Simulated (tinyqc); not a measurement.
Inside a calculation. Method: CIS on RHF in the sto-3g basis, for H6, spin multiplicity 1. One step of it, computed by the program tinyqc.

Problem. CIS matrix, singlets. A(ia,jb) = (e_a - e_i) d_ij d_ab + 2 (ia|jb) - (ij|ab).

orbital energies (hartree): MO1 -0.633602, MO2 -0.525652, MO3 -0.368204, MO4 0.263690, MO5 0.578715, MO6 0.929017

Two-electron integrals over orbitals (pq|rs), unique and non-zero (hartree):
```
(11|11) 0.410650    (21|11) -0.000123   (21|21) 0.128147    (22|11) 0.326223
(22|21) 0.000327    (22|22) 0.373459    (31|11) 0.079443    (31|21) -0.000055
(31|22) -0.043670   (31|31) 0.115912    (32|11) -0.000090   (32|21) -0.112766
(32|22) -0.000295   (32|31) -0.000185   (32|32) 0.134032    (33|11) 0.367333
(33|21) -0.000300   (33|22) 0.336825    (33|31) 0.032952    (33|32) 0.000279
(33|33) 0.368137    (41|11) -0.000041   (41|21) 0.043270    (41|22) -0.000080
(41|31) 0.000095    (41|32) 0.009792    (41|33) 0.000060    (41|41) 0.081679
(42|11) 0.066459    (42|21) -0.000200   (42|22) 0.002178    (42|31) 0.055258
(42|32) 0.000041    (42|33) 0.009476    (42|41) -0.000104   (42|42) 0.078667
(43|11) 0.000199    (43|21) 0.071297    (43|22) 0.000159    (43|31) 0.000243
(43|32) -0.070553   (43|33) -0.000116   (43|41) 0.013373    (43|42) 0.000139
(43|43) 0.089227    (44|11) 0.369520    (44|21) -0.000260   (44|22) 0.338354
(44|31) 0.031482    (44|32) 0.000224    (44|33) 0.360125    (44|41) 0.000025
(44|42) 0.019127    (44|43) -0.000080   (44|44) 0.374039    (51|11) 0.007263
(51|21) 0.000052    (51|22) 0.031638    (51|31) -0.027813   (51|32) 0.000077
(51|33) -0.013559   (51|41) 0.000033    (51|42) 0.034925    (51|43) 0.000062
(51|44) -0.004530   (51|51) 0.051430    (52|11) 0.000115    (52|21) 0.031887
(52|22) -0.000011   (52|31) 0.000157    (52|32) 0.002767    (52|33) 0.000058
(52|41) 0.054971    (52|42) 0.000106    (52|43) -0.038308   (52|44) 0.000052
(52|51) 0.000117    (52|52) 0.088566    (53|11) -0.072164   (53|21) 0.000191
(53|22) -0.006243   (53|31) -0.058542   (53|32) -0.000016   (53|33) -0.021603
(53|41) 0.000101    (53|42) -0.074268   (53|43) -0.000168   (53|44) -0.017613
(53|51) -0.029138   (53|52) -0.000084   (53|53) 0.079601    (54|11) 0.000054
(54|21) 0.114346    (54|22) 0.000277    (54|31) 0.000157    (54|32) -0.128150
(54|33) -0.000298   (54|41) -0.000908   (54|42) -0.000048   (54|43) 0.072013
(54|44) -0.000252   (54|51) -0.000052   (54|52) -0.000149   (54|53) 0.000036
(54|54) 0.137279    (55|11) 0.341711    (55|21) 0.000265    (55|22) 0.378944
(55|31) -0.033882   (55|32) -0.000232   (55|33) 0.349385    (55|41) -0.000060
(55|42) 0.007242    (55|43) 0.000146    (55|44) 0.357275    (55|51) 0.031154
(55|52) -5.81e-07   (55|53) -0.009955   (55|54) 0.000239    (55|55) 0.402866
(61|11) 0.000049    (61|21) -0.001557   (61|22) 0.000049    (61|31) 0.000026
(61|32) -0.019315   (61|33) -0.000040   (61|41) -0.029793   (61|42) 0.000054
(61|43) -0.047495   (61|44) -0.000028   (61|51) -0.000035   (61|52) 0.032988
(61|53) -0.000036   (61|54) 0.016716    (61|55) 0.000036    (61|61) 0.068665
(62|11) 0.010896    (62|21) 0.000070    (62|22) 0.034474    (62|31) -0.025743
(62|32) 0.000059    (62|33) -0.004702   (62|41) 0.000056    (62|42) 0.031160
(62|43) 0.000072    (62|44) -0.006699   (62|51) 0.047209    (62|52) 0.000131
(62|53) -0.033108   (62|54) -0.000053   (62|55) 0.033992    (62|61) -0.000042
(62|62) 0.049333    (63|11) 0.000038    (63|21) -0.045321   (63|22) 0.000062
(63|31) -0.000095   (63|32) -0.002302   (63|33) -0.000039   (63|41) -0.077332
(63|42) 0.000106    (63|43) -0.015319   (63|44) -0.000042   (63|51) -0.000027
(63|52) -0.054942   (63|53) -0.000116   (63|54) 0.002923    (63|55) 0.000065
(63|61) 0.028944    (63|62) -0.000047   (63|63) 0.082278    (64|11) -0.081855
(64|21) 0.000070    (64|22) 0.036613    (64|31) -0.111540   (64|32) 0.000164
(64|33) -0.034923   (64|41) -0.000083   (64|42) -0.057379   (64|43) -0.000239
(64|44) -0.035707   (64|51) 0.024981    (64|52) -0.000154   (64|53) 0.059829
(64|54) -0.000150   (64|55) 0.036920    (64|61) -0.000026   (64|62) 0.025129
(64|63) 0.000092    (64|64) 0.120486    (65|11) -0.000110   (65|21) 0.131283
(65|22) 0.000316    (65|31) -0.000021   (65|32) -0.117470   (65|33) -0.000312
(65|41) 0.044402    (65|42) -0.000193   (65|43) 0.075771    (65|44) -0.000272
(65|51) 0.000044    (65|52) 0.033230    (65|53) 0.000187    (65|54) 0.123245
(65|55) 0.000275    (65|61) -0.002376   (65|62) 0.000065    (65|63) -0.050002
(65|64) 0.000043    (65|65) 0.147573    (66|11) 0.437161    (66|21) -0.000136
(66|22) 0.348020    (66|31) 0.085428    (66|32) -0.000090   (66|33) 0.393901
(66|41) -0.000041   (66|42) 0.073091    (66|43) 0.000219    (66|44) 0.401463
(66|51) 0.008448    (66|52) 0.000129    (66|53) -0.080919   (66|54) 0.000057
(66|55) 0.373674    (66|61) 0.000051    (66|62) 0.012874    (66|63) 0.000041
(66|64) -0.093998   (66|65) -0.000132   (66|66) 0.490027
```

Give: CIS matrix A, singlet.

Solution.

CIS matrix A, singlet (hartree):
```
        1>4     1>5     1>6     2>4     2>5     2>6     3>4     3>5
1>4   0.691   0.000   0.022   0.000  -0.004   0.000  -0.005   0.000
1>5   0.000   0.973   0.000  -0.044   0.000  -0.037   0.000  -0.024
1>6   0.022   0.000   1.263   0.000  -0.065   0.000   0.017   0.000
2>4   0.000  -0.044   0.000   0.608   0.000   0.026   0.000  -0.020
2>5  -0.004   0.000  -0.065   0.000   0.903   0.000   0.052   0.000
2>6   0.000  -0.037   0.000   0.026   0.000   1.205   0.000   0.051
3>4  -0.005   0.000   0.017   0.000   0.052   0.000   0.450   0.000
3>5   0.000  -0.024   0.000  -0.020   0.000   0.051   0.000   0.757
3>6  -0.043   0.000  -0.028   0.000   0.008   0.000   0.004   0.000

        3>6
1>4  -0.043
1>5   0.000
1>6  -0.028
2>4   0.000
2>5   0.008
2>6   0.000
3>4   0.004
3>5   0.000
3>6   1.068
```
